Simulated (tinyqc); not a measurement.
# FinFET, parasitic resistance, capacitance and delay: what changes with what

Nf fins under one contact; each has gated perimeter p = 2 Hf + Wf and cross-section A = Hf Wf; contact width Wc = Nf pf, stack height Hs = Hf. Contact length Lc = CPP - Lg - 2 Lsp, shared by two neighbouring gates. Source and drain sides are equal. The formulas are first-order estimates, not field solutions.

Parameters, values chosen for the exercise; values close to those of silicon logic devices:
- T = 300 K (temperature)
- Nf = 2 (number of fins)
- Hf = 55 nm (fin height)
- Wf = 7 nm (fin width)
- pf = 34 nm (fin pitch)
- CPP = 60 nm (contacted gate pitch)
- Lg = 20 nm (gate length)
- Lsp = 6 nm (spacer length)
- ks = 3.3 (relative permittivity of the spacer)
- Hc = 25 nm (gate height above the channel stack)
- rc = 1.3e-9 ohm cm^2 (contact resistivity)
- re = 0.00059 ohm cm (resistivity of the source-drain epitaxy)
- te = 25 nm (current-carrying depth of the epitaxy)
- rx = 0.0017 ohm cm (resistivity of the extension)
- Lov = 2 nm (gate overlap)
- Cinv = 3.4 uF/cm^2 (inversion capacitance)
- vx = 8.1e6 cm/s (injection velocity)
- mu = 150 cm^2/(V s) (apparent mobility)
- VT = 0.29 V (threshold at zero drain voltage)
- dl = 0.069 V/V (barrier lowering)
- n = 1.3 (subthreshold factor)
- Cw = 0.15 fF (wire load)
- Vdd = 0.6 V (supply voltage)

Constants: q = 1.602176634e-19 C, kB = 1.380649e-23 J/K, eps0 = 8.8541878128e-12 F/m, Vt = kB T/q. Results are converted to the units shown.

Each table varies one quantity; the others keep the values above.

## Effect of the contact resistivity

Epitaxy sheet resistance Rsh = re/te, transfer length LT = sqrt(rc/Rsh), contact Rc = [sqrt(rc Rsh)/Wc] coth(Lc/(2 LT)); extension of one fin Rx = rx Lsp/A. With N fins: gate Cg = Cinv p N Lg; per side, plate Cp = ks eps0 [Wc (Hs + Hc) - N A]/Lsp, top fringe Cf = (2/pi) ks eps0 Wc ln(1 + Lg/(2 Lsp)), overlap Co = Cinv p N Lov. One fin: I = p Q vx u/(1 + |u|^1.8)^(1/1.8), Q = Cinv n Vt ln(1 + exp((Vg' - VT + dl Vd')/(n Vt))), u = Vd' mu/(vx Lg), Vg' = Vgs - v, Vd' = Vds - 2 v, with the drop on each side v = Rc (sum of I) + Rx I. Ieff = [I(Vgs = Vdd, Vds = Vdd/2) + I(Vdd/2, Vdd)]/2, total currents. With Cs = Cp + Cf + Co, the load of an inverter of two such devices driving an equal one is CL = 2 (Cg + 2 Cs) + 4 Cs + Cw (own drains counted twice for the Miller effect); delay CL Vdd/(2 Ieff).

The same in every row: Rx/N (ohm) = 132.5; CL (aF) = 787.4.

Effect of the contact resistivity:
```
rc (ohm cm^2)  Rc (ohm)  Ieff (uA)  delay (ps)
1e-10             23.21      103.0       2.293
2.1e-10           36.29      102.0       2.315
4.5e-10           62.45      100.0       2.361
9.7e-10           117.6      96.08       2.459
2.1e-9            236.6      88.31       2.675
4.4e-9            478.3      75.28       3.138
9.4e-9             1004      55.97       4.221
2e-8               2117      35.76       6.606
```

What does the table show?

As rc goes from 1e-10 to 2e-8 ohm cm^2, Ieff falls from 103 to 35.8 uA, CL stays at 787 aF and the delay rises from 2.29 to 6.61 ps. Rc goes as rc^(0.60) at the start and rc^(0.99) at the end (1/2 for a long contact, 1 for a short one). For rc = 1e-10 to 2.1e-10 ohm cm^2 rc lies near or below the quantum limit of metal-silicon contacts.

## Effect of the fin height

Same model as above.

The same in every row: Rc (ohm) = 152.4.

Result of one run:
```
Hf (nm)  Rx/N (ohm)  Ieff (uA)  CL (aF)  delay (ps)
50            145.7      86.44    738.8       2.564
```

What becomes of these results when the fin height Hf is changed from 50 to 70 nm, all else the same?

Result of the changed run:
```
Hf (nm)  Rx/N (ohm)  Ieff (uA)  CL (aF)  delay (ps)
70            104.1      114.6    933.2       2.442
```

The whole series:
```
Hf (nm)  Rx/N (ohm)  Ieff (uA)  CL (aF)  delay (ps)
20            364.3      39.82    447.2       3.370
30            242.9      55.98    544.4       2.918
40            182.1      71.51    641.6       2.692
50            145.7      86.44    738.8       2.564
60            121.4      100.8    836.0       2.488
70            104.1      114.6    933.2       2.442
80            91.07      127.9     1030       2.416
90            80.95      140.8     1128       2.403
```

As Hf goes from 20 to 90 nm, Ieff rises from 39.8 to 141 uA, CL rises from 447 to 1130 aF and the delay falls from 3.37 to 2.40 ps. From the first row to the last Ieff grows by a factor of 3.54 and CL by 2.52; the first step changes the delay by -13 %, the last by -0.53 %.

Program tinyqc, `OMP_NUM_THREADS=1 python tinyqc.py 2170039 2170040 out.jsonl`; Intel Xeon 2.30GHz, shared host, one thread, about 0.03 s.
